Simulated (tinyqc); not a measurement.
Telling the models apart: thermal, flicker and telegraph noise of a field-effect transistor. Computed by tinyqc, a small Python program. Command: `OMP_NUM_THREADS=1 python tinyqc.py 3001962 3001963 out.jsonl noise walk`. One thread of a shared host (Intel(R) Xeon(R) Processor @ 2.30GHz), about 0.01 s of CPU time with the checks.

Strong inversion, threshold roll-off and channel-length modulation left out; noise sources are uncorrelated and are given as one-sided spectral densities.

Inputs (values chosen for the exercise, modelled on a silicon n-channel):
```
quantity                                   value         unit
width W                                       45   micrometre
length L                                     560           nm
electrical oxide thickness t                 4.7           nm
mobility mu                                  130   cm^2/(V s)
saturation velocity v_s                     0.98     1e7 cm/s
oxide trap density N_t                   1.8e+18  1/(eV cm^3)
oxide barrier phi                            3.2           eV
oxide mass m_ox                             0.23          m_0
Coulomb scattering coefficient alpha_sc     2200        V s/C
frequency f                                30000           Hz
temperature T                                300            K
```

Operating region: saturation. Flicker model: number with correlated mobility.

Constants: eps_0 = 8.8541878128e-12 F/m; hbar = 1.054571817e-34 J s; m_0 = 9.1093837015e-31 kg; e = 1.602176634e-19 C; k_B = 8.617333262e-05 eV/K.

Method. C_ox = 3.9 eps_0/t; V_c = 2 v_s L/mu; I = W C_ox v_s V_ov^2/(V_ov + V_c); g_m = W C_ox v_s V_ov (V_ov + 2 V_c)/(V_ov + V_c)^2; g_d0 = mu C_ox (W/L) V_ov. Tunnelling length lambda = hbar/(2 sqrt(2 m_ox phi)); flat-band noise S_Vfb = e^2 k_B T lambda N_t/(W L C_ox^2 f). S_I = g_m^2 S_Vfb (1 + alpha_sc mu C_ox I/g_m)^2.

Against the overdrive:
```
V_ov (V)  I (microampere)  (g_m/I)^2 (1/V^2)  S_I/I^2 (1/Hz)  S_I/g_m^2 (V^2/Hz)
0.20                149.9             97.699      3.3931e-13          3.4730e-15
0.25                232.9             62.173      2.1821e-13          3.5097e-15
0.32                378.6             37.649      1.3410e-13          3.5618e-15
0.40                586.2             23.882      8.6510e-14          3.6224e-15
0.50                905.7             15.118      5.5929e-14          3.6995e-15
0.63               1417.4              9.390      3.5704e-14          3.8022e-15
0.80               2243.5              5.721      2.2543e-14          3.9406e-15
1.00               3431.2              3.588      1.4744e-14          4.1097e-15
```

S_I/I^2 falls as V_ov^-1.98 at first and V_ov^-1.90 at the end; (g_m/I)^2 as V_ov^-2.03 and V_ov^-2.09. The input-referred noise rises by a factor 1.18, because trapped charge also scatters, and that term grows with I/g_m.
